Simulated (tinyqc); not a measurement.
Six-band Luttinger-Kohn model with strain, step by step. Values are carried at full precision from step to step, so a last printed digit may differ when a step is redone from the rounded ones.

Constants: hbar^2/2m0 = 3.80998211 eV angstrom^2.

Values chosen for the exercise (near those of Si; the results hold for these values, not for the real material):
- C11 = 167.1 GPa
- C12 = 63.5 GPa
- C44 = 80.2 GPa
- load = uniaxial [100] (kind of stress)
- X = -1.38 GPa (stress)
- Dso = 0.044 eV (spin-orbit splitting)
- g1 = 4.29 (Luttinger gamma1)
- g2 = 0.34 (gamma2)
- g3 = 1.44 (gamma3)
- av = 2.48 eV (valence hydrostatic potential)
- b = -2.11 eV (tetragonal shear potential)
- d = -4.78 eV (trigonal shear potential)
- k = (0.003, 0.019, 0) 1/angstrom (wave vector)
- kmax = 0.1 1/angstrom (end of the path)

## Strain from a uniaxial [100] stress

s11 = (C11 + C12)/((C11 - C12)(C11 + 2 C12)), s12 = -C12/((C11 - C12)(C11 + 2 C12)), s44 = 1/C44; exx = s11 sxx + s12 (syy + szz) and cyclic, exy = s44 sxy/2; tension is positive. A uniaxial stress X along the unit vector n is s_ij = X n_i n_j.

s11, s12, s44 (1/TPa): 7.5684  -2.0841  12.4688

strain tensor:
```
           x         y         z
x  -0.010444  0.000000  0.000000
y   0.000000  0.002876  0.000000
z   0.000000  0.000000  0.002876
```

The volume changes by -0.469 %; there is no shear in the cubic axes, so d does not enter.

## The terms P, Q, R, S at one k

P = c g1 k^2 - av tr(e); Q = c g2 (kx^2 + ky^2 - 2 kz^2) - (b/2)(exx + eyy - 2 ezz); R = c sqrt3 [-g2 (kx^2 - ky^2) + 2i g3 kx ky] + (sqrt3/2) b (exx - eyy) - i d exy; S = 2 c sqrt3 g3 (kx - i ky) kz - d (exz - i eyz); c = hbar^2/2m0, e the strain tensor (not engineering shear).

Form the four terms.

Terms (eV):

| term | from k | from strain |
|---|---|---|
| P | 0.00605 | 0.01164 |
| Q | 0.00048 | -0.01405 |
| R | 0.00079+0.00108i | 0.02434 |
| S | 0.00000 | 0.00000 |

## The Hamiltonian

Six-band Luttinger-Kohn model in the basis |3/2,3/2>, |3/2,1/2>, |3/2,-1/2>, |3/2,-3/2>, |1/2,1/2>, |1/2,-1/2>, electron energies, zero at the top of the unstrained valence band. H = -[rows: (P+Q, -S, R, 0, -S/r2, r2 R); (-S*, P-Q, 0, R, -r2 Q, r32 S); (R*, 0, P-Q, S, r32 S*, r2 Q); (0, R*, S*, P+Q, -r2 R*, -S*/r2); (-S*/r2, -r2 Q, r32 S, -r2 R, P+Dso, 0); (r2 R*, r32 S*, r2 Q, -S/r2, 0, P+Dso)], r2 = sqrt(2), r32 = sqrt(3/2). Levels are twofold.

Each term is the sum of its two parts.

H(k) (eV):
```
                  3/2,3/2          3/2,1/2         3/2,-1/2         3/2,-3/2         1/2,1/2         1/2,-1/2
3/2,3/2           -0.0041                0  -0.0251-0.0011i                0               0  -0.0355-0.0015i
3/2,1/2                 0          -0.0313                0  -0.0251-0.0011i         -0.0192                0
3/2,-1/2  -0.0251+0.0011i                0          -0.0313                0               0           0.0192
3/2,-3/2                0  -0.0251+0.0011i                0          -0.0041  0.0355-0.0015i                0
1/2,1/2                 0          -0.0192                0   0.0355+0.0015i         -0.0617                0
1/2,-1/2  -0.0355+0.0015i                0           0.0192                0               0          -0.0617
```

## Levels and their make-up

Diagonalise H. The weights add +m and -m and are averaged over each pair; m is taken along z.

levels from the top, each twofold (eV): 0.0289  -0.0462  -0.0798

weights:
```
               top  second  third
|3/2,+-3/2>  0.623   0.238  0.139
|3/2,+-1/2>  0.211   0.760  0.028
|1/2,+-1/2>  0.166   0.002  0.833
```

The top pair is 62 % |3/2,+-3/2>, the second pair is 76 % |3/2,+-1/2> and the third pair is 83 % |1/2,+-1/2>.

## Band edges at k = 0
Diagonalise H at k = 0. The weights add +m and -m (m along z) and are averaged over each pair.

edges from the top (eV): 0.0341  -0.0397  -0.0732

weights at k = 0:
```
               top  second  third
|3/2,+-3/2>  0.627   0.250  0.123
|3/2,+-1/2>  0.209   0.750  0.041
|1/2,+-1/2>  0.164   0.000  0.836
```

The stress splits the top two pairs by 73.8 meV, 2.86 times kT at 300 K (25.85 meV); the third lies 107.3 meV below the top, against Dso = 44 meV without stress.

## Hole masses at the edges

Curvature at k = 0: m/m0 = -2 c h^2/(E(h u) + E(-h u) - 2 E(0)) with h = 0.0002 1/angstrom along the unit vector u.

Hole masses (m0):

| direction | top | second | third |
|---|---|---|---|
| [110] | 0.217 | 0.243 | 0.242 |
| [1-10] | 0.217 | 0.243 | 0.242 |
| [100] | 0.180 | 0.277 | 0.271 |
| [001] | 0.274 | 0.216 | 0.218 |

Of the directions listed, the top pair is lightest along [100] (0.180) and heaviest along [001] (0.274). These masses hold only for hole energies well below the splitting of 74 meV.

## Bands along [110] and [001]

Six points from 0 to kmax in each direction.

Levels (eV):

| direction | \|k\| (1/angstrom) | top | second | third | top, no stress | second, no stress |
|---|---|---|---|---|---|---|
| [110] | 0.000 | 0.0341 | -0.0397 | -0.0732 | 0.0000 | 0.0000 |
| [110] | 0.020 | 0.0275 | -0.0462 | -0.0798 | -0.0025 | -0.0099 |
| [110] | 0.040 | 0.0131 | -0.0673 | -0.1032 | -0.0081 | -0.0338 |
| [110] | 0.060 | 0.0001 | -0.1005 | -0.1551 | -0.0137 | -0.0641 |
| [110] | 0.080 | -0.0093 | -0.1414 | -0.2420 | -0.0190 | -0.1031 |
| [110] | 0.100 | -0.0170 | -0.1917 | -0.3606 | -0.0243 | -0.1526 |
| [001] | 0.000 | 0.0341 | -0.0397 | -0.0732 | 0.0000 | 0.0000 |
| [001] | 0.020 | 0.0285 | -0.0467 | -0.0803 | -0.0055 | -0.0075 |
| [001] | 0.040 | 0.0119 | -0.0669 | -0.1023 | -0.0220 | -0.0295 |
| [001] | 0.060 | -0.0158 | -0.0983 | -0.1413 | -0.0495 | -0.0637 |
| [001] | 0.080 | -0.0546 | -0.1396 | -0.1985 | -0.0880 | -0.1077 |
| [001] | 0.100 | -0.1043 | -0.1909 | -0.2741 | -0.1375 | -0.1607 |

## Checks

- Levels against the same model in the basis X, Y, Z times spin: they agree to 1e-10 or better.

Run: tinyqc, `OMP_NUM_THREADS=1 python tinyqc.py 1051373 1051374 out.jsonl`; Intel(R) Xeon(R) Processor @ 2.30GHz, one thread, shared host; about 0.2 s of CPU time with all checks.
